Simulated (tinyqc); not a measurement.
Resistive crossbar, vector-matrix product with wire resistance: effect of the wire resistance.

3 rows and 2 columns. Cell (i, j) joins row node wij to column node bij. Each row is driven at its left end through one wire segment rw; neighbouring nodes along a row or a column are joined by rw; each column ends below the last row in one more rw and a virtual ground, where its current is read. Ideal output: I_j = sum_i V_i G_ij.

The nodal equations (Kirchhoff current law at every node) are solved for each rw; errors are I_j/ideal - 1.

Inputs (values chosen for the exercise): input voltages of the rows V = [0.29, 0.37, 0.19] V.

cell conductances G (uS):
```
,column 1,column 2
row 1,5.3,17
row 2,6.9,58
row 3,19,68
```

Result of one run:
```
rw (ohm),"error, column 1 (%)","error, column 2 (%)"
20,-0.2101,-0.6330
```

What becomes of these results when the wire resistance between neighbouring cells rw is changed from 20 to 1 ohm, all else the same?

Result of the changed run:
```
rw (ohm),"error, column 1 (%)","error, column 2 (%)"
1,-0.01055,-0.03183
```

The whole series:
```
rw (ohm),"error, column 1 (%)","error, column 2 (%)"
1,-0.01055,-0.03183
2,-0.02109,-0.06365
5,-0.05269,-0.1590
10,-0.1053,-0.3175
20,-0.2101,-0.6330
50,-0.5217,-1.568
100,-1.032,-3.089
200,-2.021,-5.997
500,-4.760,-13.78
```

The error of the last column goes from -0.0318 % at rw = 1 ohm to -13.8 % at 500 ohm, as rw^(1.00) at the start and rw^(0.91) at the end. At 500 ohm the worst column is number 2.

Program tinyqc, `OMP_NUM_THREADS=1 python tinyqc.py 2880107 2880108 out.jsonl`; Intel Xeon 2.30GHz, shared host, one thread, about 0.01 s.
